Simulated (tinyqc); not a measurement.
# Worked calculation: capacitance of parallel on-chip lines from Laplace's equation on a mesh

tinyqc, about 0.5 s, one thread, Intel Xeon 2.30GHz (shared host): `OMP_NUM_THREADS=1 python tinyqc.py 2790163 2790164 out.jsonl` Printed values are rounded.

Cross-section of an endless row of equal lines between two grounded planes; neighbours are driven in antiphase (+1 V and -1 V), so the plane midway between two lines is at 0 V. By symmetry one quarter is solved: x runs from the centre of a line (column 0, mirror) to that midplane (column 5, 0 V), y from the mid-height of the line (row 0, mirror) to the ground plane (row 4, 0 V). The line fills columns 0 to 2 and rows 0 to 1 at 1 V. Cells beside the line (below row 1) have e2, cells above have e1. Each link between nodes has the conductance g = mean permittivity of the two cells beside it (a cell beyond a mirror counts as 0), and the free nodes obey sum g (V_neighbour - V) = 0.

Parameters, values chosen for the exercise: relative permittivity above and below the lines e1 = 2.7; relative permittivity between the lines e2 = 3.9; over-relaxation factor om = 1.4.

Constants: eps0 = 8.8541878128e-12 F/m. Results are converted to the units shown.

## Link conductances

gx[j, i] joins node (row j, column i) to column i + 1, gy[j, i] to row j + 1.

gx:
```
       col 0  col 1  col 2  col 3  col 4
row 0   1.95   1.95   1.95   1.95   1.95
row 1    3.3    3.3    3.3    3.3    3.3
row 2    2.7    2.7    2.7    2.7    2.7
row 3    2.7    2.7    2.7    2.7    2.7
row 4   1.35   1.35   1.35   1.35   1.35
```

gy:
```
       col 0  col 1  col 2  col 3  col 4  col 5
row 0   1.95    3.9    3.9    3.9    3.9   1.95
row 1   1.35    2.7    2.7    2.7    2.7   1.35
row 2   1.35    2.7    2.7    2.7    2.7   1.35
row 3   1.35    2.7    2.7    2.7    2.7   1.35
```

## Iteration 1: relaxation sweep

V at the start (V):
```
       col 0  col 1  col 2  col 3  col 4  col 5
row 0      1      1      1      0      0      0
row 1      1      1      1      0      0      0
row 2      0      0      0      0      0      0
row 3      0      0      0      0      0      0
row 4      0      0      0      0      0      0
```

One sweep visits the free nodes row by row from row 0, left to right, and replaces V by V + om (weighted mean of the neighbours - V), using new values at once.

V after sweep 1 (V):
```
          col 0     col 1     col 2     col 3     col 4     col 5
row 0  1.000000  1.000000  1.000000  0.350000  0.122500  0.000000
row 1  1.000000  1.000000  1.000000  0.494773  0.223841  0.000000
row 2  0.350000  0.472500  0.515375  0.353552  0.202087  0.000000
row 3  0.122500  0.208250  0.253269  0.212387  0.145066  0.000000
row 4  0.000000  0.000000  0.000000  0.000000  0.000000  0.000000
```

## Iteration 2: relaxation sweep

As before.

V after sweep 2 (V):
```
          col 0     col 1     col 2     col 3     col 4     col 5
row 0  1.000000  1.000000  1.000000  0.599216  0.317414  0.000000
row 1  1.000000  1.000000  1.000000  0.579537  0.302466  0.000000
row 2  0.583625  0.618537  0.572725  0.406937  0.218229  0.000000
row 3  0.301044  0.327197  0.288001  0.209047  0.091520  0.000000
row 4  0.000000  0.000000  0.000000  0.000000  0.000000  0.000000
```

## Course of the relaxation

Stop when no node changes by 1e-7 V. C = 4 eps0 sum g (difference of V along the link)^2, in aF/um.

Course of the iteration:
```
sweep  C (aF/um)  largest change (V)
1       202.5701               0.515
2       173.4201               0.249
3       172.0383              0.0713
4       171.6236              0.0311
5       171.4724              0.0169
6       171.4608             5.24e-3
7       171.4568             3.27e-3
8       171.4561             1.79e-3
9       171.4560             5.15e-4
10      171.4560             2.14e-4
11      171.4560             7.20e-5
12      171.4560             3.10e-5
13      171.4560             1.10e-5
14      171.4560             1.09e-5
15      171.4560             1.33e-6
16      171.4560             9.75e-7
17      171.4560             7.78e-7
18      171.4560             1.80e-7
19      171.4560             5.04e-8
```

Converged in 19 sweeps. Over the last four sweeps the change shrinks by about 0.44 a sweep. C comes down from above, since the solution minimises the energy.

## Capacitance per length

converged V (V):
```
          col 0     col 1     col 2     col 3     col 4     col 5
row 0  1.000000  1.000000  1.000000  0.607212  0.284021  0.000000
row 1  1.000000  1.000000  1.000000  0.572414  0.264436  0.000000
row 2  0.640857  0.626683  0.566174  0.375962  0.182928  0.000000
row 3  0.310064  0.299700  0.262051  0.182332  0.091315  0.000000
row 4  0.000000  0.000000  0.000000  0.000000  0.000000  0.000000
```

C = 4 eps0 sum g (difference of V)^2 over all links (twice the energy of the four quarters, line at 1 V). Plate estimate without fringing: eps0 [2 e1 w/hd + 2 e2 t/(s/2)], w = 4 hx, t = 2 hx, s/2 = 3 hx, hd = 3 hx.

C = 171.4560 aF/um
plate estimate = 109.7919 aF/um

C depends on the shape only, not on the mesh step hx. Meshes 6, 12 and 24 times finer extrapolate (Aitken) to 163.8 aF/um; this mesh is 4.7 % above that, and the plate estimate is 33 % below it.
